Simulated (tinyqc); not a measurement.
## Polycrystalline film, grain-boundary barriers (Seto model): effect of the temperature

One-dimensional grains of size Lg with donors N; each boundary has Qt acceptor-like traps per area at one level Et below the band edge. Trapped electrons qt deplete a width w = qt/N (both sides together) and raise a barrier Vb = q N w^2/(8 eps0 eps_r). Current crosses the barriers by thermionic emission at small bias. Abrupt depletion, full ionisation, Boltzmann statistics.

Nc is given at 300 K and scales as (T/300 K)^1.5; mg and vc are fixed. Partly depleted grains: the density at the grain centre is n0 = N and qt = Qt/(1 + 2 (Nc/N) exp((Vb - Et)/Vt)). If that gives qt >= N Lg, the grains are fully depleted: qt = N Lg, w = Lg and n0 = 2 Nc exp((Vb - Et)/Vt)/(Qt/(N Lg) - 1). Resistivity: barriers rb = Vt exp(Vb/Vt)/(q n0 vc Lg), grain interior rg = (1 - w/Lg)/(q mg N); effective mobility 1/(q N (rb + rg)).

Parameters, values chosen for the exercise; values close to those of polycrystalline silicon: relative permittivity of the semiconductor eps_r = 11.7; grain size Lg = 20 nm; trap density at a boundary Qt = 3.6e12 cm^-2; donor density N = 1.2e18 cm^-3; mobility inside a grain mg = 150 cm^2/(V s); collection velocity at the barrier vc = 3.9e6 cm/s; conduction-band density of states at the reference temperature Nc = 2.8e19 cm^-3; trap level below the band edge Et = 0.49 eV.

Constants: q = 1.602176634e-19 C, kB = 1.380649e-23 J/K, Vt = kB T/q, eps0 = 8.8541878128e-14 F/cm where lengths are in cm. Results are converted to the units shown.

The same in every row: w/Lg = 1.0000; Vb (V) = 0.092796.

Results:
```
T (K)  n0 (cm^-3)  resistivity (ohm cm)
220     5.5973e10              3.6206e7
250     8.3783e11              1.5277e6
280     7.1599e12              1.2620e5
340     1.7500e14                3180.5
370     5.9636e14                785.65
400     1.7064e15                238.63
430     4.2495e15                85.369
```

Estimate the missing row, T = 310 K.

Computed row:
```
T (K)  n0 (cm^-3)  resistivity (ohm cm)
310     4.1029e13                 16806
```

With this row back in the table: As T goes from 220 to 430 K, the barrier stays at 0.0928 V and the resistivity falls from 3.62e7 to 85.4 ohm cm. The grains are fully depleted in 8 of the 8 rows. The activation energy between the first two rows is 0.500 eV.

tinyqc, about 0.01 s, one thread, Intel Xeon 2.30GHz (shared host): `OMP_NUM_THREADS=1 python tinyqc.py 2610069 2610070 out.jsonl`
